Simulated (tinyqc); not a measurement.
ROHF in the sto-6g basis, for H4+, spin multiplicity 2, step by step. One step of it, computed by the program tinyqc.

Question. Iteration 4: diagonalisation and new density. Diagonalise F' = X^T F X, C = X C', fill 2 alpha and 1 beta electrons from the bottom; D(s) = C_occ C_occ^T. Each column has its largest component positive (the first on a tie).

effective F (hartree), lower triangle:
```
,1H 1s,2H 1s,3H 1s,4H 1s
1H 1s,-0.670642
2H 1s,-0.793269,-0.742834
3H 1s,-0.148832,-0.297925,-0.742834
4H 1s,-0.070021,-0.148832,-0.793269,-0.670642
```

X, lower triangle:
```
,1H 1s,2H 1s,3H 1s,4H 1s
1H 1s,1.272907
2H 1s,-0.508536,1.303683
3H 1s,0.048693,-0.171815,1.303683
4H 1s,-0.017788,0.048693,-0.508536,1.272907
```

Give: F' = X^T F X; orbital energies; coefficients C; D(alpha) after iteration 4; D(beta) after iteration 4.

Answer.

F' = X^T F X (hartree), lower triangle:
```
,1,2,3,4
1,-0.256
2,-0.599,-0.302
3,0.031,-0.207,-0.302
4,-0.044,0.031,-0.599,-0.256
```

orbital energies (hartree): MO1 -0.982, MO2 -0.786, MO3 0.174, MO4 0.479

coefficients C:
```
,MO1,MO2,MO3,MO4
1H 1s,0.318,0.409,0.890,-0.906
2H 1s,0.407,0.412,-0.762,1.036
3H 1s,0.407,-0.412,-0.762,-1.036
4H 1s,0.318,-0.409,0.890,0.906
```

D(alpha) after iteration 4, lower triangle:
```
,1H 1s,2H 1s,3H 1s,4H 1s
1H 1s,0.268
2H 1s,0.298,0.335
3H 1s,-0.039,-0.004,0.335
4H 1s,-0.066,-0.039,0.298,0.268
```

D(beta) after iteration 4, lower triangle:
```
,1H 1s,2H 1s,3H 1s,4H 1s
1H 1s,0.101
2H 1s,0.129,0.166
3H 1s,0.129,0.166,0.166
4H 1s,0.101,0.129,0.129,0.101
```
